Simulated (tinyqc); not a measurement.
# Zener tunnelling in a reverse-biased junction, two-band WKB: effect of temperature

Abrupt p-n junction, depletion approximation. Energies E are counted from the conduction-band edge of the neutral n side; its Fermi level lies at dn, that of the p side at dn - V, and the valence-band edge of the neutral p side at Em = dn + dp - V. Tunnelling needs 0 < E < Em. Two-band dispersion with equal masses m: inside the gap kappa = sqrt(m u (1 - u/Eg)/C), u the distance from a band edge, C = hbar^2/(2 m0).

Nc and Nv are given at 300 K and scale as (T/300 K)^1.5; Eg, m and eps_r are held. Nd = Nc F12(dn/Vt), Na = Nv F12(dp/Vt), F12(x) = (2/sqrt(pi)) int_0^infinity sqrt(u)/(1 + exp(u - x)) du; dn = EF - Ec on the n side, dp = Ev - EF on the p side (negative outside the bands); Vbi = Eg + dn + dp. W = sqrt(2 eps0 eps_r (Vbi - V)(1/Na + 1/Nd)/q), mean field F = (Vbi - V)/W, peak field 2 F. In a uniform field F the exponent is S = pi sqrt(m/C) Eg^1.5/(4 F). Transverse energy Et = C kt^2/m raises it to S (1 + 4 Et/Eg), so T = exp(-S) exp(-Et/Eb) with Eb = Eg/(4 S). KJ = (2 q^2/h) m/(4 pi C) (times 1e14 for A/cm^2 per eV^2). J = KJ exp(-S) Eb times the integral from 0 to Em of [f(E - dn) - f(E - dn + V)] [1 - exp(-min(E, Em - E)/Eb)] dE, f(x) = 1/(1 + exp(x/Vt)), with S and Eb from the mean field; J > 0 flows from p to n.

Parameters, values chosen for the exercise; band and dielectric values close to those of germanium: band gap Eg = 0.654 eV; relative permittivity eps_r = 15.8; conduction-band density of states at 300 K Nc = 1.04e19 cm^-3; valence-band density of states at 300 K Nv = 5.89e18 cm^-3; band-edge mass of the two-band model m = 0.056 m0; acceptor density Na = 3.7e19 cm^-3; donor density Nd = 2.2e18 cm^-3; bias of the p side V = -0.4 V.

Constants: q = 1.602176634e-19 C, kB = 1.380649e-23 J/K, hbar = 1.054571817e-34 J s, h = 6.62607015e-34 J s, m0 = 9.1093837015e-31 kg, Vt = kB T/q, eps0 = 8.8541878128e-14 F/cm where lengths are in cm, hbar^2/(2 m0) = 0.0380998212 eV nm^2. Results are converted to the units shown.

Results:
```
T (K)	Vbi (V)	mean field (MV/cm)	S	J (A/cm^2)
50	0.7697	0.3729	13.50	-5.897
100	0.7639	0.3720	13.54	-5.612
150	0.7552	0.3706	13.59	-5.201
200	0.7441	0.3688	13.65	-4.720
400	0.6829	0.3588	14.03	-2.673
```

Estimate the missing row, T = 300 K.

Computed row:
```
T (K)	Vbi (V)	mean field (MV/cm)	S	J (A/cm^2)
300	0.7164	0.3644	13.82	-3.678
```

With this row back in the table: Vbi falls from 0.770 to 0.683 V, S rises from 13.5 to 14.0, and |J| falls from 5.90 to 2.67 A/cm^2, a spread of a factor 2.21. That is small against a thermally activated current. The shrinking of the gap with temperature, left out here, would raise J.

Range of the model: The two-band model describes a direct gap; phonon-assisted tunnelling across an indirect gap is left out. Parabolic densities of states, no band tails and no gap narrowing, all of which matter at such doping.

Computed by the program tinyqc: `OMP_NUM_THREADS=1 python tinyqc.py 2620066 2620067 out.jsonl`, one thread of a shared Intel Xeon 2.30GHz, about 0.01 s for the whole run.
